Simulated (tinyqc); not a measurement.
Comparisons within one model: plasmons of a degenerate electron gas in the random-phase approximation. A value that a table varies takes the place of the one given here.

Zero temperature, parabolic band: kF = (3 pi^2 n)^(1/3), EF = c kF^2/m, Ep^2 = 8 pi c e2 n/(m eb), qTF^2 = 6 pi e2 n/(eb EF), c = hbar^2/2m0, e2 = e^2/(4 pi eps0), n in 1/angstrom^3 (1e-24 per 1/cm^3).

Lindhard function: eps(q, E)/eb = 1 + (qTF/q)^2 (f1 + i f2) with z = q/(2 kF), u = E/(hbar vF q), hbar vF = 2 c kF/m; f1 = 1/2 + [h(z - u) + h(z + u)]/(8 z), h(x) = (1 - x^2) ln|(x + 1)/(x - 1)|; f2 = pi u/2 for z + u < 1, (pi/(8 z))(1 - (z - u)^2) for |z - u| < 1 < z + u, else 0. Pairs exist for c (q^2 - 2 q kF)/m < E < c (q^2 + 2 q kF)/m.

Constants: hbar^2/2m0 = 3.80998211 eV angstrom^2; e^2/(4 pi eps0) = 14.39964547 eV angstrom; a0 (Bohr radius) = 0.5291772105 angstrom.

Values chosen for the exercise (mass and background constant near those of InP; polar phonons, which mix with the plasmon in the real crystal, and the rise of the mass with filling are left out; not measured data): n = 1.2e+18 1/cm^3 (electron density); m = 0.0792 m0 (mass); eb = 9.63 (background dielectric constant); ed = 4 (dielectric constant of the surroundings); d = 100 angstrom (film thickness); qp = 0.00364 1/angstrom (wave vector of the plasmon).

## Dispersion and weight of the plasmon

Short formula: E^2 = Ep^2 + (3/5)(hbar vF q)^2 + (c q^2/m)^2; qc is where the plasmon meets the top of the continuum. The weight is the share of the f-sum that the plasmon carries, 2E/(Ep^2 d(eps/eb)/dE); a dash marks no undamped root.

Energies (meV):

| q (1/angstrom) | q/kF | top of continuum | plasmon | short formula | weight |
|---|---|---|---|---|---|
| 0.00177 | 0.054 | 5.749 | 46.78 | 46.78 | 1.000 |
| 0.00443 | 0.135 | 14.96 | 47.85 | 47.83 | 0.999 |
| 0.00709 | 0.216 | 24.84 | 49.86 | 49.77 | 0.996 |
| 0.00975 | 0.297 | 35.41 | 52.89 | 52.54 | 0.983 |
| 0.0124 | 0.377 | 46.62 | 57.07 | 56.10 | 0.946 |
| 0.0142 | 0.432 | 54.61 | 60.76 | 58.94 | 0.887 |
| 0.0160 | 0.487 | 62.92 | 65.36 | 62.11 | 0.757 |
| 0.0172 | 0.523 | 68.63 | 69.18 | 64.40 | 0.557 |
| 0.0195 | 0.593 | 79.97 | - | 69.18 | - |
| 0.0231 | 0.703 | 98.73 | - | 77.66 | - |

qc = 0.01774 1/angstrom

How do the results move?

Ep = 46.58 meV. The plasmon rises from 46.78 to 69.18 meV just before qc, 49 % above Ep. The short formula errs by -0.65 % at q/kF = 0.30 and -6.90 % next to qc. The weight falls from 1.000 to 0.557 as pairs take over the sum.

## Density dependence

n is multiplied by the factor listed.

Results:

| factor | rs | EF (meV) | Ep (meV) | Ep/EF | qc/kF | alpha = 3 EF/(5 Ep) |
|---|---|---|---|---|---|---|
| 0.10 | 1.955 | 11.20 | 14.73 | 1.315 | 0.723 | 0.456 |
| 0.20 | 1.551 | 17.78 | 20.83 | 1.171 | 0.662 | 0.512 |
| 0.50 | 1.143 | 32.75 | 32.93 | 1.006 | 0.589 | 0.597 |
| 1.0 | 0.907 | 51.99 | 46.58 | 0.896 | 0.539 | 0.670 |
| 2.0 | 0.720 | 82.53 | 65.87 | 0.798 | 0.494 | 0.752 |
| 5.0 | 0.531 | 152.0 | 104.1 | 0.685 | 0.438 | 0.876 |
| 10 | 0.421 | 241.3 | 147.3 | 0.610 | 0.401 | 0.983 |

What does this show, and why?

Over two decades Ep grows by 10.0 (n^(1/2)) and EF by 21.5 (n^(2/3)), so Ep/EF falls from 1.315 to 0.610 as sqrt(rs), and qc/kF from 0.723 to 0.401: in a dense gas the plasmon enters the continuum earlier on the scale of kF. alpha is the coefficient in E = Ep + alpha hbar^2 q^2/(m m0).

## Thin film modes against wave vector (bulk, surface, particle and sheet plasmons)

Drude medium eps = eb (1 - Ep^2/E^2), no retardation. A film of thickness d has modes eps = -ed coth(q d/2) (lower) and eps = -ed tanh(q d/2) (upper); a sheet with ns = n d has E^2 = 4 pi c e2 ns q/(m ed). One surface: eps = -ed; small sphere: eps = -2 ed.

Modes (meV):

| q d | q (1/angstrom) | lower | upper | sheet |
|---|---|---|---|---|
| 0.020 | 0.000200 | 7.141 | 46.48 | 7.227 |
| 0.050 | 0.000500 | 11.10 | 46.34 | 11.43 |
| 0.10 | 0.00100 | 15.26 | 46.10 | 16.16 |
| 0.20 | 0.00200 | 20.49 | 45.64 | 22.85 |
| 0.50 | 0.00500 | 28.37 | 44.37 | 36.13 |
| 1.0 | 0.0100 | 33.80 | 42.66 | 51.10 |
| 2.0 | 0.0200 | 37.47 | 40.60 | 72.27 |
| 4.0 | 0.0400 | 38.94 | 39.36 | 102.2 |
| 8.0 | 0.0800 | 39.15 | 39.15 | 144.5 |

bulk, surface, sphere (meV): 46.58  39.15  34.42

What does this show?

At small q d the lower mode tends to the sheet law sqrt(q) (within 5 % up to q d = 0.05 of the values listed) and the upper one starts near the bulk value. At q d = 8 the two are 0.0077 meV apart around the surface value 39.15 meV. Retardation, left out here, matters where q is below about three times sqrt(ed) E/(hbar c), hbar c = 1973.27 eV angstrom: that holds for 0 of the rows (from the top) for the lower mode and 0 for the upper one. From q d = 2 on q exceeds half of kF = 0.0329 1/angstrom, where a local dielectric function has failed; it does so earlier, once hbar vF q nears the mode energy.

## What moves the plasmon

The plasmon is taken at qp. Each row changes one parameter from the base and keeps the others.

Results:

| case | Ep (meV) | plasmon at qp (meV) | qc (1/angstrom) |
|---|---|---|---|
| base | 46.58 | 47.43 | 0.01774 |
| n = 1.44e+18 1/cm^3 | 51.02 | 51.91 | 0.01841 |
| m = 0.0911 m0 | 43.43 | 44.12 | 0.01871 |
| eb = 8.667 | 49.10 | 49.91 | 0.01847 |
| qp = 0.00255 1/angstrom | 46.58 | 47.00 | 0.01774 |

What does this show?

The largest shifts from the base row, up to three for each result and ties (the steps differ in size, so this ranks the rows, not the parameters). Ep (meV): n +4.45, m -3.15, eb +2.52; unchanged at the printed digits by qp. plasmon at qp (meV): n +4.47, m -3.31, eb +2.48. qc (1/angstrom): m +0.000979, eb +0.000732, n +0.000676; unchanged at the printed digits by qp.

Computed by tinyqc, a small Python program: `OMP_NUM_THREADS=1 python tinyqc.py 1651884 1651885 out.jsonl` (the numbers bound the seed that draws the inputs); one thread of a shared host (Intel(R) Xeon(R) Processor @ 2.30GHz), about 0.01 s for the whole set of steps.
